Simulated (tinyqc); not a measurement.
# Worked calculation: read current of a NAND string, cells in series solved by shooting

Numbers from tinyqc (`OMP_NUM_THREADS=1 python tinyqc.py 2142056 2142057 out.jsonl`; about 0.5 s on one thread of a shared Intel Xeon 2.30GHz). Printed values are rounded.

Cells in series, numbered from 0 at the source line (0 V) to the bit line, each followed by a gap resistance Rg. A cell with gate Vg, threshold VT, source Vs and drain Vd passes I = 2 nf K Vt^2 [F(Vs) - F(Vd)]/(1 + th max(Vg - VT, 0)), F(V) = ln^2(1 + exp((Vg - VT - nf V)/(2 nf Vt))). The selected cell has Vg = Vr, the others Vg = Vp.

Values chosen for this exercise; values of the order met in vertical NAND strings: temperature T = 358 K; gain factor of a cell K = 4.3 uA/V^2; slope factor nf = 1.9; mobility reduction factor th = 0.04 1/V; resistance of the gap between cells Rg = 12 kohm; bit-line voltage Vbl = 0.7 V; pass voltage Vp = 7.1 V; read voltage on the selected word line Vr = 2.85 V.

Constants: q = 1.602176634e-19 C, kB = 1.380649e-23 J/K, Vt = kB T/q. Results are converted to the units shown.

## Step 1: node voltages for a trial current

first trial current = 0.56 uA
thresholds from the source end, cell 0 to 5 (V): -1.9  -1.9  3.4  3.4  -1.9  1.1

For a trial current I start at 0 V and, cell by cell (the selected one is cell 5), solve for the drain: sqrt(F(Vd)) = sqrt(F(Vs) - I/k), k = 2 nf K Vt^2/(1 + th max(Vg - VT, 0)), Vd = [Vg - VT - 2 nf Vt ln(exp(sqrt F) - 1)]/nf, then add I Rg.

node voltage after each cell and gap, trial 1, cell 0 to 5 (V): 0.0264406  0.0529924  0.101716  0.151574  0.178669  0.291811

## Step 2: node voltages for a trial current

second trial current = 0.97 uA

As before.

node voltage after each cell and gap, trial 2, cell 0 to 5 (V): 0.0458514  0.0920397  0.178658  0.269115  0.317044  0.600175

## Course of the secant iteration

Secant steps on the end voltage less Vbl, from the two trials; a trial above the saturation current of a cell has no solution and is moved halfway to the previous trial. Stop below 1e-9 V.

Course of the iteration:
```
iteration	I (uA)	end voltage - Vbl (V)	halvings
1	1.10273	0.0915	0
2	1.03926	-0.0186	0
3	1.04997	-3.65e-3	0
4	1.05259	1.43e-4	0
5	1.05249	-1.11e-6	0
6	1.05249	-3.37e-10	0
```

Converged in 6 iterations to I = 1.0525 uA. The selected cell takes 48.8 % of the bit-line voltage and the gaps together 10.8 %.
